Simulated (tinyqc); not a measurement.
The width of the window: equation-of-state fits to an energy-volume table made by a known binding curve. Computed by tinyqc, a small Python program. Command: `OMP_NUM_THREADS=1 python tinyqc.py 3007586 3007587 out.jsonl eosfit walk`. One thread of a shared host (Intel(R) Xeon(R) Processor @ 2.30GHz), about 0.02 s of CPU time with the checks.

With x = (V/V_0)^(1/3), the energy per atom is E = D [m x^-n - n x^-m]/(n - m), so that B0 = D n m/(9 V_0) and B' = (n + m + 6)/3. B' = dB/dP at P = 0.

Inputs (values chosen for the exercise, for a model crystal):

| quantity | value | unit |
|---|---|---|
| cohesive energy D | 5.25 | eV/atom |
| true volume V_0 | 13 | angstrom^3/atom |
| repulsive exponent n | 7 | - |
| attractive exponent m | 3 | - |
| shift of the window centre s | 0.028 | - |
| points N | 9 | - |
| compression V/V_0 for the pressure test | 0.85 | - |

Binding curve: Mie. Noise: none.

Constants: 1 eV/angstrom^3 = 160.2176634 GPa.

Method:
- B0 and B' from the formulas above; P = -dE/dV at V = c V_0 (c the compression chosen), from the curve itself.
- Table: V_j = V_0 [1 + s + w (2 j/(N - 1) - 1)], j = 0..N-1, rounded to 0.001; E_j from the curve, rounded to 1e-7 eV.
- Murnaghan: E = E0 + (B0 V/B') [(V0/V)^B'/(B' - 1) + 1] - B0 V0/(B' - 1), P = (B0/B') [(V0/V)^B' - 1].
- Birch-Murnaghan: E = E0 + (9 V0 B0/16) [y^3 B' + y^2 (2 - 4 y)], y = (V0/V)^(2/3) - 1; P = (3 B0/2) (x^7 - x^5) [1 + (3/4)(B' - 4)(x^2 - 1)], x = (V0/V)^(1/3).
- Vinet: E = E0 + (9 B0 V0/h^2) {1 + [h (1 - x) - 1] exp(h (1 - x))}, P = 3 B0 (1 - x) x^-2 exp(h (1 - x)), x = (V/V0)^(1/3), h = (3/2)(B' - 1).
- All are least-squares fits to the energies; for polynomials in V, B0 = V E'' and B' = -1 - V E'''/E'' at the minimum.
- The table is made anew for each w.

exact B0 = 150.974 GPa

exact B' = 5.33333

Errors (%):

| w | B0, parabola | B0, cubic | B0, Murnaghan | B0, Birch-Murnaghan | B0, Vinet | B', Birch-Murnaghan |
|---|---|---|---|---|---|---|
| 0.03 | -16.171 | -1.066 | 0.201 | -0.015 | -0.080 | -0.205 |
| 0.05 | -15.602 | -0.604 | 0.097 | -0.006 | -0.037 | -0.167 |
| 0.08 | -14.199 | 0.530 | -0.162 | 0.007 | 0.056 | -0.143 |
| 0.12 | -11.263 | 2.929 | -0.679 | 0.031 | 0.246 | -0.111 |
| 0.16 | -7.014 | 6.458 | -1.367 | 0.066 | 0.514 | -0.066 |
| 0.22 | 2.166 | 14.308 | -2.645 | 0.137 | 1.063 | 0.029 |

The Birch-Murnaghan error of B0 is smallest among these at w = 0.05 (0.006 % in size); it is 0.015 % at the narrowest and 0.137 % at the widest.  At the widest window the errors of B0 are +2.2 % for the parabola and +14.3 % for the cubic in V. The parabola changes sign: it reports the mean curvature of the window, which the shift s biases one way and the width the other.

Extremes, crossings and ranges named in words are read from the listed rows.
